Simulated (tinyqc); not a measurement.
Worked calculation: density of states of one tight-binding band on the simple cubic lattice. Values are carried at full precision from step to step, so a last printed digit may differ when a step is redone from the rounded ones.

E(k) = -2 t (c1 + c2 + c3) - 4 t2 (c1 c2 + c2 c3 + c3 c1) with ci = cos(2 pi ki); k in fractions of the reciprocal vectors, mesh k_i = j/N with j = 0 .. N-1. Densities are per cell and per spin, so the band holds one state.

Parameters, chosen for this exercise:
```
symbol  value    unit  meaning
t       2.03     eV    nearest hopping
t2      0.36     eV    second hopping
N       4              mesh points along each axis
bins    6              bins of the histogram
E_lo    -16.513  eV    lower end of the histogram
E_hi    7.917    eV    upper end
E       -2.43    eV    energy at which the density is wanted
sigma   0.406    eV    Gaussian width
```

## Energies on the mesh

Evaluate the band at all 64 points and collect equal values.

Distinct energies:
```
E_k (eV)  points
-16.5000       1
-9.5600        6
-4.0600       12
-2.6200        3
0.0000         8
1.4400        12
4.0600        12
5.5000         3
6.6800         6
7.8600         1
```

The 64 points give 10 distinct energies between -16.5000 and 7.8600 eV; a dense mesh gives a band from -16.500 to 7.860 eV.

## Histogram

Count the points in equal bins from E_lo to E_hi; g = count/(all points x bin width).

Histogram:
```
from (eV)   to (eV)  points  g (1/eV)
-16.5130   -12.4413       1    0.0038
-12.4413    -8.3697       6    0.0230
-8.3697     -4.2980       0    0.0000
-4.2980     -0.2263      15    0.0576
-0.2263      3.8453      20    0.0767
3.8453       7.9170      22    0.0844
```

Empty bins: 1 of 6; the fullest holds 22 points. Empty bins inside the band come from the coarse mesh, not from gaps.

## Gaussian broadening at one energy

Gaussian broadening: g(E) = mean over the mesh of exp(-(E - E_k)^2/(2 sigma^2))/(sigma sqrt(2 pi)), n(E) = mean of erfc((E_k - E)/(sigma sqrt 2))/2.

Sum over the distinct energies with their counts.

n(E) = 0.3287
g(E) = 0.0413 1/eV

## One tetrahedron of the mesh

For corner energies e1 <= e2 <= e3 <= e4 and eij = ei - ej, the share of the tetrahedron below E is n = (E - e1)^3/(e21 e31 e41) for e1 < E < e2; n = [e21^2 + 3 e21 x + 3 x^2 - (e31 + e42) x^3/(e32 e42)]/(e31 e41) with x = E - e2 for e2 < E < e3; n = 1 - (e4 - E)^3/(e41 e42 e43) for e3 < E < e4; its density of states is g = dn/dE.

corner energies, sorted (eV): [-9.5600, -4.0600, -2.6200, 0.0000]

Find its share below E and its density of states at E.

n = 0.8589
g = 0.1742 1/eV

E lies between corners 3 and 4.

## Sum over all linear tetrahedra

Each cube of the mesh, corners numbered 0 to 7 as the binary number (i j l), is cut into six tetrahedra around the diagonal 0-7: 0137, 0157, 0237, 0267, 0457, 0467. For corner energies e1 <= e2 <= e3 <= e4 and eij = ei - ej, the share of the tetrahedron below E is n = (E - e1)^3/(e21 e31 e41) for e1 < E < e2; n = [e21^2 + 3 e21 x + 3 x^2 - (e31 + e42) x^3/(e32 e42)]/(e31 e41) with x = E - e2 for e2 < E < e3; n = 1 - (e4 - E)^3/(e41 e42 e43) for e3 < E < e4; its density of states is g = dn/dE.

Average n and g over all pieces of the mesh. The reference uses the same method with N = 36.

n(E) = 0.2571
g(E) = 0.0640 1/eV
reference n(E) = 0.277
reference g(E) = 0.064 1/eV

On this mesh the linear method errs by 0.000 1/eV in g and -0.020 in n; the Gaussian sum erred by -0.023 and +0.051.

## Checks

- States below the top of the band by the linear method against one: both 1.000000.

tinyqc: `OMP_NUM_THREADS=1 python tinyqc.py 1682298 1682299 out.jsonl`; about 0.2 s, one thread, shared Intel(R) Xeon(R) Processor @ 2.30GHz.
